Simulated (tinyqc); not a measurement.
Inside a calculation. Model: disorder broadening of a one-dimensional band in the self-consistent Born approximation.

Numbers from tinyqc (`OMP_NUM_THREADS=1 python tinyqc.py 2720029 2720030 out.jsonl`; about 0.01 s on one thread of a shared Intel Xeon 2.30GHz). Printed values are rounded.

The local Green function is G = g0(z - Sigma) with z = E + i eta and g0(z) = 1/(sqrt(z - 2t) sqrt(z + 2t)), principal roots; the self-energy is Sigma = D G. The density of states is -Im G/pi.

Parameters, values chosen for the exercise:
- t = 2 eV (hopping)
- D = 0.43 eV^2 (variance of the random site energy)
- eta = 0.002 eV (bare broadening)
- E = 2.401 eV (energy from the band centre)
- mix = 0.5 (mixing)

Constants: q = 1.602176634e-19 C, hbar = 1.054571817e-34 J s. Results are converted to the units shown.

Range of the model: The self-consistent Born approximation misses band tails from rare fluctuations and localisation.

## Iteration 1: Born step

Sigma at the start = 0.000000+0.000000i eV

G = g0(z - Sigma), Sigma(out) = D G, Sigma(new) = Sigma + mix (Sigma(out) - Sigma).

G = 0.0001466-0.3125731i 1/eV
Sigma(out) = 0.0000631-0.1344064i eV
Sigma after iteration 1 = 0.00003153-0.06720322i eV

Sigma(out) of this first step, from Sigma = 0, is the plain (first) Born approximation.

## Iteration 2: Born step

As before.

G = 0.0050672-0.3123746i 1/eV
Sigma(out) = 0.0021789-0.1343211i eV
Sigma after iteration 2 = 0.0011052-0.1007621i eV

## Iteration 3: Born step

As before.

G = 0.0075032-0.3120606i 1/eV
Sigma(out) = 0.0032264-0.1341861i eV
Sigma after iteration 3 = 0.0021658-0.1174741i eV

## Course of the iteration

Stop when |Sigma(out) - Sigma| is below 1e-10 eV, or after 300 iterations; the start is Sigma = 0.

Course of the iteration:
```
iteration  Re Sigma (1e-3 eV)  Im Sigma (eV)  |Sigma(out) - Sigma| (eV)
1                    0.031529     -0.0672032                      0.134
2                    1.105213     -0.1007621                     0.0672
3                    2.165786     -0.1174741                     0.0335
4                    2.954238     -0.1257811                     0.0167
5                    3.475662     -0.1299044                    8.31e-3
6                    3.799046     -0.1319487                    4.14e-3
7                    3.991610     -0.1329611                    2.06e-3
8                    4.103091     -0.1334620                    1.03e-3
9                    4.166309     -0.1337095                    5.11e-4
...                       ...            ...                        ...
24                   4.243949     -0.1339504                    1.46e-8
25                   4.243951     -0.1339504                    7.28e-9
26                   4.243953     -0.1339504                    3.63e-9
27                   4.243953     -0.1339504                    1.81e-9
28                   4.243954     -0.1339504                   8.99e-10
29                   4.243954     -0.1339504                   4.48e-10
30                   4.243954     -0.1339504                   2.23e-10
31                   4.243954     -0.1339504                   1.11e-10
32                   4.243954     -0.1339504                   5.52e-11
```

Converged in 32 iterations. At the solution d Sigma(out)/d Sigma = -0.00472+0.031i, so the error shrinks by |1 - mix + mix times that| = 0.498 a step.

## Density of states and lifetime

converged Sigma = 0.0042440-0.1339504i eV

G = Sigma/D, density of states -Im G/pi, lifetime hbar/(2 |Im Sigma|); without disorder the density of states is -Im g0(z)/pi.

density of states = 0.09915751 1/eV
lifetime = 2.456925 fs
density of states without disorder = 0.09949511 1/eV

Disorder makes the density of states at this energy 0.34 % below the clean value.
